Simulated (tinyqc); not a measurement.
## Cap thickness from the capacitance plateau

Problem. With only the buried channel on, 1/C = 1/Cox + (tc + zc)/(eps0 eps_r), Cox = eps0 eox/tox. Find tc and the oxide-equivalent thickness 3.9 eps0/C.

Values chosen for this exercise; band and dielectric values close to those of silicon:
```
symbol,value,unit,meaning
eps_r,11.7,,relative permittivity
eox,3.9,,relative permittivity of the gate insulator (close to silicon dioxide)
tox,1.4,nm,insulator thickness
zc,0.8,nm,depth of the hole centroid below the top of the SiGe
```

Constants: eps0 = 8.8541878128e-14 F/cm where lengths are in cm. Results are converted to the units shown.

plateau of C/Cox with only the buried channel on = 0.525

Solution. The cap and the centroid act as a second capacitor in series with the insulator.

tc = 3.000 nm
equivalent thickness = 2.667 nm

Program tinyqc, `OMP_NUM_THREADS=1 python tinyqc.py 2042081 2042082 out.jsonl`; Intel Xeon 2.30GHz, shared host, one thread, about 0.02 s.
